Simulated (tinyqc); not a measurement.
Equilibrium and kinetic segregation of a solute to boundaries and growing surfaces: one step, computed by the program tinyqc.

Question. Segregation at a growing surface. Two-state exchange during growth, dilute: jump up r_u = nu exp(-E_b/(k_B T_g)), jump back r_d = r_u exp(-E_s/(k_B T_g)), nu = 1e13 1/s. In the time 1/R of one monolayer the share carried up is p = [r_u/(r_u + r_d)] [1 - exp(-(r_u + r_d)/R)]; the tail decays as p^n, length -1/ln p monolayers; the equilibrium limit has p = r_u/(r_u + r_d).

Inputs (values chosen for the exercise, modelled on a solute in a copper line): exchange barrier E_b = 1.83 eV; surface segregation energy E_s = 0.38 eV; growth temperature T_g = 810 K; growth rate = 0.11 monolayers/s.

Constants: k_B = 8.617333262e-05 eV/K.

Give: r_u; r_d; share carried up p; decay length.

Answer.

r_u = 41.10 1/s

r_d = 0.1776 1/s

share carried up p = 0.9957

decay length = 231.9 monolayers

Exchange is fast against growth: the equilibrium regime, where heating shortens the tail.
